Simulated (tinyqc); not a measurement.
Worked calculation: six-band Luttinger-Kohn model with strain. Values are carried at full precision from step to step, so a last printed digit may differ when a step is redone from the rounded ones.

Constants: hbar^2/2m0 = 3.80998211 eV angstrom^2.

Inputs chosen for the exercise (near those of AlAs; not measured data):
```
symbol  value               unit        meaning
C11     124.3               GPa
C12     52.9                GPa
C44     53.7                GPa
load    uniaxial [100]                  kind of stress
X       -0.36               GPa         stress
Dso     0.28                eV          spin-orbit splitting
g1      3.75                            Luttinger gamma1
g2      0.82                            gamma2
g3      1.42                            gamma3
av      2.49                eV          valence hydrostatic potential
b       -2.28               eV          tetragonal shear potential
d       -3.39               eV          trigonal shear potential
k       (-0.005, 0.046, 0)  1/angstrom  wave vector
kmax    0.12                1/angstrom  end of the path
```

## Strain from a uniaxial [100] stress

s11 = (C11 + C12)/((C11 - C12)(C11 + 2 C12)), s12 = -C12/((C11 - C12)(C11 + 2 C12)), s44 = 1/C44; exx = s11 sxx + s12 (syy + szz) and cyclic, exy = s44 sxy/2; tension is positive. A uniaxial stress X along the unit vector n is s_ij = X n_i n_j.

s11, s12, s44 (1/TPa): 10.7857  -3.2199  18.6220

strain tensor:
```
           x         y         z
x  -0.003883  0.000000  0.000000
y   0.000000  0.001159  0.000000
z   0.000000  0.000000  0.001159
```

The volume changes by -0.156 %; there is no shear in the cubic axes, so d does not enter.

## The terms P, Q, R, S at one k

P = c g1 k^2 - av tr(e); Q = c g2 (kx^2 + ky^2 - 2 kz^2) - (b/2)(exx + eyy - 2 ezz); R = c sqrt3 [-g2 (kx^2 - ky^2) + 2i g3 kx ky] + (sqrt3/2) b (exx - eyy) - i d exy; S = 2 c sqrt3 g3 (kx - i ky) kz - d (exz - i eyz); c = hbar^2/2m0, e the strain tensor (not engineering shear).

Form the four terms.

Terms (eV):
```
term            from k  from strain
P              0.03059      0.00390
Q              0.00669     -0.00575
R     0.01131-0.00431i      0.00996
S              0.00000      0.00000
```

## The Hamiltonian

Six-band Luttinger-Kohn model in the basis |3/2,3/2>, |3/2,1/2>, |3/2,-1/2>, |3/2,-3/2>, |1/2,1/2>, |1/2,-1/2>, electron energies, zero at the top of the unstrained valence band. H = -[rows: (P+Q, -S, R, 0, -S/r2, r2 R); (-S*, P-Q, 0, R, -r2 Q, r32 S); (R*, 0, P-Q, S, r32 S*, r2 Q); (0, R*, S*, P+Q, -r2 R*, -S*/r2); (-S*/r2, -r2 Q, r32 S, -r2 R, P+Dso, 0); (r2 R*, r32 S*, r2 Q, -S/r2, 0, P+Dso)], r2 = sqrt(2), r32 = sqrt(3/2). Levels are twofold.

Each term is the sum of its two parts.

H(k) (eV):
```
                  3/2,3/2          3/2,1/2         3/2,-1/2         3/2,-3/2         1/2,1/2         1/2,-1/2
3/2,3/2           -0.0354                0  -0.0213+0.0043i                0               0  -0.0301+0.0061i
3/2,1/2                 0          -0.0335                0  -0.0213+0.0043i          0.0013                0
3/2,-1/2  -0.0213-0.0043i                0          -0.0335                0               0          -0.0013
3/2,-3/2                0  -0.0213-0.0043i                0          -0.0354  0.0301+0.0061i                0
1/2,1/2                 0           0.0013                0   0.0301-0.0061i         -0.3145                0
1/2,-1/2  -0.0301-0.0061i                0          -0.0013                0               0          -0.3145
```

## Levels and their make-up

Diagonalise H. The weights add +m and -m and are averaged over each pair; m is taken along z.

levels from the top, each twofold (eV): -0.0114  -0.0542  -0.3179

weights:
```
               top  second  third
|3/2,+-3/2>  0.512   0.476  0.012
|3/2,+-1/2>  0.484   0.516  0.000
|1/2,+-1/2>  0.005   0.007  0.988
```

The top pair is 51 % |3/2,+-3/2>, the second pair is 52 % |3/2,+-1/2> and the third pair is 99 % |1/2,+-1/2>.

## Band edges at k = 0
Diagonalise H at k = 0. The weights add +m and -m (m along z) and are averaged over each pair.

edges from the top (eV): 0.0085  -0.0154  -0.2848

weights at k = 0:
```
               top  second  third
|3/2,+-3/2>  0.748   0.250  0.002
|3/2,+-1/2>  0.249   0.750  0.001
|1/2,+-1/2>  0.003   0.000  0.997
```

The stress splits the top two pairs by 23.9 meV, 0.92 times kT at 300 K (25.85 meV); the third lies 293.3 meV below the top, against Dso = 280 meV without stress.

## Polarisation of the edge transitions

In the basis X, Y, Z times spin, H(k = 0) has -Dso/3 + l exx + m (eyy + ezz) on the diagonal (cyclic) and n exy off it, l = av + 2 b, m = av - b, n = sqrt(3) d. Spin-orbit term (Dso/3) L.sigma on X, Y, Z with (L_k)_ij = -i epsilon_kij: <X+|H|Y+> = -i Dso/3, <X+|H|Z-> = Dso/3, <Y+|H|Z-> = -i Dso/3, <Z+|H|X-> = -Dso/3, <Z+|H|Y-> = i Dso/3, <X-|H|Y-> = i Dso/3, and their conjugates; + and - are the spin along z. The strength of a transition to an s-like conduction level for light polarised along the unit vector u is the weight of the orbital ux X + uy Y + uz Z in the valence state, summed over spin and averaged over the pair.

strain block of X, Y, Z (eV):
```
         X         Y         Z
X  0.01910         0         0
Y        0  -0.01539         0
Z        0         0  -0.01539
```

Relative strengths:
```
polarisation    top  second  third
[100]         0.718   0.000  0.282
[010]         0.141   0.500  0.359
[001]         0.141   0.500  0.359
[110]         0.429   0.250  0.321
[1-10]        0.429   0.250  0.321
[111]         0.333   0.333  0.333
```

The top pair is strongest for light along [100] (0.718) and weakest along [010] and [001] (0.141); without strain every direction has 1/3 on average over the fourfold top. For each polarisation the three pairs add up to 1.

## Hole masses at the edges

Curvature at k = 0: m/m0 = -2 c h^2/(E(h u) + E(-h u) - 2 E(0)) with h = 0.0002 1/angstrom along the unit vector u.

Hole masses (m0):
```
direction    top  second  third
[110]      0.237   0.299  0.271
[1-10]     0.237   0.299  0.271
[100]      0.177   0.474  0.286
[001]      0.357   0.219  0.258
```

Of the directions listed, the top pair is lightest along [100] (0.177) and heaviest along [001] (0.357). These masses hold only for hole energies well below the splitting of 24 meV.

## Bands along [110] and [001]

Six points from 0 to kmax in each direction.

Levels (eV):
```
direction  |k| (1/angstrom)      top   second    third  top, no stress  second, no stress
[110]                 0.000   0.0085  -0.0154  -0.2848          0.0000             0.0000
[110]                 0.024   0.0008  -0.0240  -0.2931         -0.0025            -0.0137
[110]                 0.048  -0.0114  -0.0581  -0.3209         -0.0098            -0.0521
[110]                 0.072  -0.0237  -0.1129  -0.3774         -0.0212            -0.1064
[110]                 0.096  -0.0377  -0.1729  -0.4761         -0.0357            -0.1644
[110]                 0.120  -0.0532  -0.2307  -0.6250         -0.0519            -0.2202
[001]                 0.000   0.0085  -0.0154  -0.2848          0.0000             0.0000
[001]                 0.024   0.0027  -0.0256  -0.2934         -0.0046            -0.0117
[001]                 0.048  -0.0129  -0.0570  -0.3205         -0.0185            -0.0458
[001]                 0.072  -0.0370  -0.1070  -0.3699         -0.0417            -0.0983
[001]                 0.096  -0.0699  -0.1687  -0.4481         -0.0741            -0.1626
[001]                 0.120  -0.1118  -0.2357  -0.5614         -0.1158            -0.2319
```

## Checks

- Levels against the same model in the basis X, Y, Z times spin: they agree to 1e-10 or better.

tinyqc: `OMP_NUM_THREADS=1 python tinyqc.py 1050672 1050673 out.jsonl`; about 0.05 s, one thread, shared Intel(R) Xeon(R) Processor @ 2.30GHz.
